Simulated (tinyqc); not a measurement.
Superjunction drift layer against a plain one, charge balance: two steps of the calculation.

Alternating n and p pillars of equal width wp, doping N and length Lp. When depleted, the lateral field peaks at Ex = q N wp/(2 eps0 eps_r) at the pillar junctions and a uniform vertical field Ey is added; breakdown is taken where Ex^2 + Ey^2 = Ef^2. Only the n pillars conduct, narrowed by the zero-bias depletion. A first-order model: the field peaks at the pillar ends are left out.

Values chosen for this exercise; values close to those of gallium nitride:
- eps_r = 9.75 (relative permittivity of the semiconductor)
- E16 = 2.91 MV/cm (critical field at a doping of 1e16 cm^-3)
- mx = 1070 cm^2/(V s) (mobility at low doping)
- mi = 59.7 cm^2/(V s) (mobility at high doping)
- Nr = 2e17 cm^-3 (reference doping of the mobility)
- BV = 2900 V (wanted breakdown voltage)
- dl = -2.2 % (charge imbalance (Nn - Np)/N)

Constants: q = 1.602176634e-19 C, eps0 = 8.8541878128e-14 F/cm where lengths are in cm. Results are converted to the units shown.

Question 1. Thickness and resistance of the plain layer. Ec(N) = E16 (N/1e16 cm^-3)^(1/8), mu(N) = mi + (mx - mi)/(1 + (N/Nr)^0.9). W = 2 BV/Ec, Rsp = W/(q mu N).

N of the plain layer = 7.2621951e15 cm^-3

Find: mu; W; Rsp.

Answer 1.

mu = 1021 cm^2/(V s)
W = 20.74 um
Rsp = 1.746 mohm cm^2

Question 2. Loss of breakdown voltage by imbalance. An imbalance dl leaves the mean net doping |dl| N/2, which tilts the vertical field by s = q |dl| N/(2 eps0 eps_r): BV(dl) = Ey Lp - s Lp^2/2, or Ey^2/(2 s) if the field reaches zero inside the pillar.

N = 8.2654844e16 cm^-3
Ey = 2.0992484 MV/cm
Lp = 13.814468 um

Give: tilt s; BV(dl); loss.

Answer 2.

tilt s = 16.874 kV/(cm um)
BV(dl) = 2739.0 V
loss = 5.5521 %

Program tinyqc, `OMP_NUM_THREADS=1 python tinyqc.py 2590135 2590136 out.jsonl`; Intel Xeon 2.30GHz, shared host, one thread, about 0.01 s.
